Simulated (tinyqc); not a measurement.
What moves the results: thin (001) film in sp3s* tight binding with raised dangling bonds. A value that a table varies takes the place of the one given here.

Planes alternate anion (a), cation (c) along [001], a/4 apart, starting with an anion; zero in-plane momentum; levels counted from the bulk Ev, the lower root of [[Epa, Vxx], [Vxx, Epc]]; no spin-orbit coupling. Block of s, pz, s*: from an anion to the cation above, Vss/2 (s,s), Vsapc/2 (s,z), -Vscpa/2 (z,s), Vxx/2 (z,z), Vxapc/2 (s*,z), -Vpaxc/2 (z,s*); to the cation below the same with the s-z and s*-z signs reversed. Block of u = (px + py)/sqrt2 and v = (px - py)/sqrt2: to the cation above (Vxx + Vxy)/2 for u and (Vxx - Vxy)/2 for v, to the cation below the reverse. Each surface atom has two dangling sp3 hybrids; raising both by dl adds (dl/2) [[1, t], [t, 1]] to its s, pz levels (t = -1 at the bottom face, +1 at the top) and dl to the one of u, v in whose plane the missing bonds lie (v for a bottom anion or a top cation, u for a top anion).

Parameters, chosen for this exercise (near a published set for SiC, fitted to gaps, whose masses and valley positions are rough; the results hold for these values, not for the real material):
```
symbol  value                                                                                           unit      meaning
p       (-8.457, 2.113, -4.812, 4.301, 9.625, 9.406, -12.468, 3.014, 5.871, 9.408, 9.172, 8.779, 4.44)  eV        order Esa, Epa, Esc, Epc, Exa, Exc, Vss, Vxx, Vxy, Vsapc, Vscpa, Vxapc, Vpaxc
Nw      23                                                                                                        planes in the thicker film
a       4.361                                                                                           angstrom  lattice constant
dp      30                                                                                              eV        value of dl for the passivated films
Ns      (8, 10, 15, 16, 28, 33, 47, 60)                                                                           numbers of planes
```

## States in the gap of a film

edges (eV): Gamma 5.96540, Delta 2.20773

Levels between 0 and the lower bulk edge, the largest weight on the two outer planes of both faces among them, and the nearest levels outside, for several shifts dl.

Film of Nw planes:
```
dl (eV)  levels in the gap                     at (eV)  surface weight  next above (eV)  next below (eV)
0                        4  0.277, 0.357, 2.112, 2.112            0.90           2.2396          -0.0667
1                        2                0.732, 0.765            0.74           2.2400          -0.0655
2                        2                1.255, 1.269            0.80           2.2410          -0.0648
3                        2                1.803, 1.810            0.82           2.2441          -0.0644
5                        0                           -               -           2.2337          -0.0638
10                       0                           -               -           2.2374          -0.0631
30                       0                           -               -           2.2380          -0.0624
100                      0                           -               -           2.2382          -0.0621
```

Can the levels of the bare film be read as confined subbands?

No: with bare surfaces (dl = 0) 4 levels lie in the bulk gap, with up to 90 % of the weight on the four outer planes, two a face, where an even spread gives 17 %; these are dangling-bond states, not subbands. The reruns show the bulk gap clear from dl = 5 eV on, and at dl = 30 eV the next level above lies -0.1 meV from its value at 100 eV.

## Gap against thickness

Passivated films (finite dp, so levels can still be some meV from their limit), thickness N a/4. Highest level below mid-gap (either block) and the two lowest above it. The exponents are -d ln(shift)/d ln N between the sixth and the last film, for the valence level and for the lowest conduction level.

Levels (eV):
```
N   thickness (angstrom)      Ev1     Ec1     Ec2     gap
8                   8.72  -0.3097  2.4941  3.3598  2.8038
10                 10.90  -0.2241  2.3878  2.9436  2.6119
15                 16.35  -0.1340  2.2785  2.4975  2.4125
16                 17.44  -0.1066  2.2756  2.4855  2.3822
28                 30.53  -0.0404  2.2292  2.2948  2.2697
33                 35.98  -0.0319  2.2225  2.2673  2.2544
47                 51.24  -0.0163  2.2150  2.2371  2.2313
60                 65.42  -0.0098  2.2123  2.2261  2.2222
```

exponents: valence 1.97, conduction 1.96

The gap is 2.804 eV at 8.7 angstrom and 2.222 eV at 65.4, against 2.208 eV in the bulk along this line. At 16 planes the conduction side gives 68 meV of the widening and the valence side 107 meV. A hard-walled parabolic band has exponent 2; departures come from the offset between N a/4 and the effective width, from non-parabolicity and from the termination (odd and even N end differently: in the direction of the bond rows at the two faces and, in a compound, in the kind of atom), which also makes single steps in N uneven. Ec1 and Ec2 come from the neighbourhood of X.

## What each change does

A film of Nw planes with shift dp: highest level below mid-gap (half the lower bulk edge) and the two lowest above. Each row changes one parameter from the base and keeps the others.

Results:
```
case        Ev1 (eV)  Ec1 (eV)  Ec2 (eV)
base         -0.0624    2.2380    2.3307
Nw = 24      -0.0532    2.2372    2.3274
dp = 15 eV   -0.0628    2.2378    2.3296
```

The largest shifts from the base row, up to three for each result and ties (the steps differ in size, so this ranks the rows, not the parameters). Ev1 (eV): Nw +0.0092, dp -0.0004. Ec1 (eV): Nw -0.0008, dp -0.0003. Ec2 (eV): Nw -0.0034, dp -0.0011. An odd change of Nw also changes which atoms end the film, so levels need not move as thickness alone would move them; the row for dp shows how far the passivation is from converged.

tinyqc: `OMP_NUM_THREADS=1 python tinyqc.py 1451325 1451326 out.jsonl`; about 0.3 s, one thread, shared Intel(R) Xeon(R) Processor @ 2.30GHz.
